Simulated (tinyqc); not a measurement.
Free and trapped electrons in a MOS channel with a dense trap tail: one step of the calculation.

p-type body, charge-sheet picture, full ionisation (an idealisation for deep acceptors), Boltzmann statistics for free electrons. e = Ec - EF at the surface. Acceptor-like traps of density D(E) = D0 + De exp(-E/Ew) at depth E below Ec, from 0 to Eu, hold n_t = integral of D(E)/(1 + exp((e - E)/Vt)). psi = Eg - Vt ln(Nv/Na) - e; N_dep = sqrt(2 eps0 eps_r Na (psi - Vt)/q); n_f = sqrt(N_dep^2 + 2 eps0 eps_r Vt Nc exp(-e/Vt)/q) - N_dep; Vg = Vfb + psi + q (N_dep + n_t + n_f)/Cox, Cox = eps0 eox/tox.

Question. Charges and gate voltage. psi, N_dep, n_f and Vg as defined, with the n_t given; free share n_f/(n_f + n_t); apparent mobility mf n_f/(n_f + n_t); gate voltage spent on traps q n_t/Cox.

Values chosen for this exercise; band and dielectric values close to those of 4H silicon carbide: temperature T = 250 K; band gap Eg = 3.21 eV; relative permittivity eps_r = 9.52; conduction-band density of states at T Nc = 1.32e19 cm^-3; valence-band density of states at T Nv = 1.9e19 cm^-3; relative permittivity of the insulator eox = 3.9; insulator thickness tox = 49 nm; acceptor density Na = 9.5e16 cm^-3; flat-band voltage without trapped charge Vfb = -2.6 V; mobility of free electrons mf = 89 cm^2/(V s); Ec - EF at the surface e = 0.083 eV.

Constants: q = 1.602176634e-19 C, kB = 1.380649e-23 J/K, Vt = kB T/q, eps0 = 8.8541878128e-14 F/cm where lengths are in cm. Results are converted to the units shown.

n_t = 3.2346404e11 cm^-2

Give: psi; N_dep; n_f; Vg; free share; apparent mobility; gate voltage spent on traps.

Answer.

psi = 3.0129 V
N_dep = 1.7292e12 cm^-2
n_f = 1.8265e10 cm^-2
Vg = 5.1211 V
free share = 5.3449 %
apparent mobility = 4.7570 cm^2/(V s)
gate voltage spent on traps = 0.73539 V

Program tinyqc, `OMP_NUM_THREADS=1 python tinyqc.py 2222165 2222166 out.jsonl`; Intel Xeon 2.30GHz, shared host, one thread, about 0.02 s.
